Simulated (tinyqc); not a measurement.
# Contact resistivity and sheet resistance from two contact lengths

Question. Rc = [sqrt(rc Rsh)/Wc] coth(Lc/(2 LT)), LT = sqrt(rc/Rsh), Wc = 22 nm; the second contact is twice as long as the first. Find LT, rc and Rsh.

Rc for Lc = 18 and 36 nm (ohm): 1207.61387  670.703419

Answer. With t = tanh(Lc/(2 LT)) for the shorter contact, the resistance of the longer over that of the shorter is (1 + t^2)/2. Then sqrt(rc Rsh) = Rc t Wc, and rc and Rsh follow by multiplying and dividing by LT.

LT = 26.0 nm
rc = 2.30e-9 ohm cm^2
Rsh = 340 ohm

Numbers from tinyqc (`OMP_NUM_THREADS=1 python tinyqc.py 2170044 2170045 out.jsonl`; about 0.06 s on one thread of a shared Intel Xeon 2.30GHz).
